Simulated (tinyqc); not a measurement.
What moves the results: periodic multilayer mirror for extreme ultraviolet light. A value that a table varies takes the place of the one given here.

s polarisation, vacuum above. q_j = sqrt(N_j^2 - sin^2 theta); interface r_jk = (q_j - q_k)/(q_j + q_k) exp(-2 (2 pi/lam)^2 q_j q_k sg^2) (Nevot-Croce; sg = 0 if not given); phase factor of a layer x_j = exp(4 pi i q_j d_j/lam). Each period has the spacer (thickness (1 - Gm) L) on top of the absorber (Gm L). In this recursion R is the amplitude; R in tables and results is the reflectance, its squared modulus. The substrate is of the spacer material. Starting with R = 0 in it, each interface upward gives R -> (r + R x)/(1 + r R x), x that of the layer below the interface (1 for the substrate).

Values chosen for the exercise (optical constants near those of Mo and Si at 13.5 nm; not measured data):
- lam = 13.5 nm (wavelength)
- dA = (0.0736, 0.00663) (delta and beta of the absorber, N = 1 - delta + i beta)
- dS = (0.0011, 0.00174) (delta and beta of the spacer and the substrate)
- L = 6.96 nm (period)
- Gm = 0.42 (absorber share of the period)
- theta = 6 degrees (angle from the normal)
- sg = 0.5 nm (interface roughness)
- Np = 50 (periods)

## Number of periods

The last column sets both beta to zero.

Reflectance:
```
periods,R,R without absorption
5,0.089,0.100
10,0.266,0.327
15,0.429,0.561
20,0.543,0.736
30,0.654,0.916
40,0.689,0.975
50,0.699,0.993
60,0.702,0.998
80,0.703,1.000
100,0.703,1.000
```

R reaches 0.689 at 40 periods and 0.703 at 100; it stays within 0.01 of the last value from 50 periods on. Without absorption the last value is 1.000: absorption, not the count of layers, caps the mirror, and the roughness, which weakens each reflection, lowers that cap further.

## Wavelength

The optical constants are held fixed.

Reflectance:
```
lam (nm),R
12.9,0.098
13.0,0.134
13.1,0.300
13.2,0.525
13.3,0.630
13.4,0.681
13.5,0.699
13.6,0.676
13.7,0.512
13.8,0.101
13.9,0.163
14.0,0.048
14.1,0.051
14.2,0.059
14.3,0.013
```

The largest value listed is 0.699 at 13.5 nm, against lam_B = 2 L Re(mean q) = 13.402 nm; the peak lies on the long side, where the nodes of the standing wave fall in the absorber. R exceeds half of that from 13.2 to 13.7 nm of the wavelengths listed, at least 3.7 % of the wavelength; a chain of ten mirrors narrows it, since R^10 falls to half where R has lost only 7 %.

## Absorber share

For each Gm the period is set so that lam_B = 2 L Re(mean q) equals lam - 0.09 nm.

Results:
```
Gm,L (nm),R
0.15,6.825,0.475
0.20,6.850,0.592
0.25,6.876,0.653
0.30,6.901,0.684
0.35,6.927,0.697
0.40,6.954,0.700
0.45,6.980,0.695
0.50,7.007,0.684
0.60,7.060,0.641
0.70,7.115,0.559
```

The largest value listed is 0.700 at 0.4. The contrast of a period goes as sin(pi Gm) and is largest at 0.5, while the loss grows with Gm; R is 0.684 at 0.5, 0.684 at 0.3 and 0.559 at 0.7. Absorption pulls the best share below 0.5.

## Angle of incidence

Results:
```
theta (degrees),lam_B (nm),R
0,13.481,0.687
2,13.472,0.689
4,13.446,0.695
6,13.402,0.699
8,13.341,0.693
10,13.262,0.644
12,13.166,0.379
14,13.053,0.145
16,12.922,0.069
18,12.775,0.078
20,12.611,0.018
```

lam_B = 2 L Re(mean q) falls with the angle, from 13.481 to 12.611 nm; the largest value listed is 0.699 at 6 degrees. R stays above 90 % of that value at 0, 2, 4, 6, 8 and 10 degrees, which bounds the cone of light that a mask or mirror with this period accepts.

## Tolerances

R of the mirror, and R^10 for a chain of ten such mirrors. Each row changes one parameter from the base and keeps the others.

Results:
```
case,R,R^10
base,0.6993,0.0280
L = 7 nm,0.6880,0.0238
Gm = 0.46,0.6921,0.0252
theta = 8 degrees,0.6931,0.0256
sg = 0.7 nm,0.6694,0.0181
"dA = (0.0736, 0.00796)",0.6698,0.0182
lam = 13.55 nm,0.6953,0.0264
```

The largest shifts from the base row, up to three for each result and ties (the steps differ in size, so this ranks the rows, not the parameters). R: sg -0.0299, dA -0.0296, L -0.0113. R^10: sg -0.00990, dA -0.00981, L -0.00422.

tinyqc: `OMP_NUM_THREADS=1 python tinyqc.py 1652310 1652311 out.jsonl`; about 0.01 s, one thread, shared Intel(R) Xeon(R) Processor @ 2.30GHz.
